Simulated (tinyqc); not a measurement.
## Memristor with linear dopant drift, Joglekar window: one period

A film of thickness D has a doped share x: R = Ron x + Roff (1 - x), i = v/R, dx/dt = k i F with k = mv Ron/D^2 and F = 1 - (2 x - 1)^(2 p). The drive is v = V0 sin(2 pi f t). The model has no threshold and no heating.

Step h = 1/(16 f), from t = j h. With g(t, x) = dx/dt: k1 = g(t, x), k2 = g(t + h/2, x + h k1/2), k3 = g(t + h/2, x + h k2/2), k4 = g(t + h, x + h k3), x(new) = x + h (k1 + 2 k2 + 2 k3 + k4)/6.

The 16 Runge-Kutta steps against a converged integration; i uses the converged x.

Inputs (values chosen for the exercise):
- Ron = 50 ohm (resistance of the fully doped film)
- Roff = 40000 ohm (resistance of the undoped film)
- D = 8 nm (film thickness)
- mv = 6.3e-15 m^2/(V s) (dopant mobility)
- x0 = 0.11 (doped share at t = 0)
- V0 = 1.1 V (amplitude)
- p = 5 (window exponent)
- f = 0.14 Hz (frequency)

One period:
```
j    v (V)  x, coarse steps  x, converged  i (uA)
0    0.000           0.1100        0.1100    0.00
1    0.421           0.1223        0.1223   11.99
2    0.778           0.1596        0.1596   23.13
3    1.016           0.2207        0.2207   32.59
4    1.100           0.3002        0.3002   39.27
5    1.016           0.3900        0.3900   41.62
6    0.778           0.4781        0.4781   37.22
7    0.421           0.5464        0.5464   23.17
8    0.000           0.5730        0.5730    0.00
9   -0.421           0.5464        0.5464  -23.17
10  -0.778           0.4781        0.4781  -37.22
11  -1.016           0.3900        0.3900  -41.62
12  -1.100           0.3002        0.3002  -39.27
13  -1.016           0.2207        0.2207  -32.59
14  -0.778           0.1596        0.1596  -23.13
15  -0.421           0.1223        0.1223  -11.99
16   0.000           0.1100        0.1100    0.00
```

What does the comparison show?

The current vanishes with the voltage (pinched loop). At the same voltage, j = 2 and 6, it is 23.1 uA on the way up and 37.2 uA on the way down. x peaks at 0.5730 at half period and ends at 0.1100, its starting value: the state is a function of the flux alone. The coarse steps miss by at most 1.3e-5.

Computed by the program tinyqc: `OMP_NUM_THREADS=1 python tinyqc.py 2880066 2880067 out.jsonl`, one thread of a shared Intel Xeon 2.30GHz, about 0.2 s for the whole run.
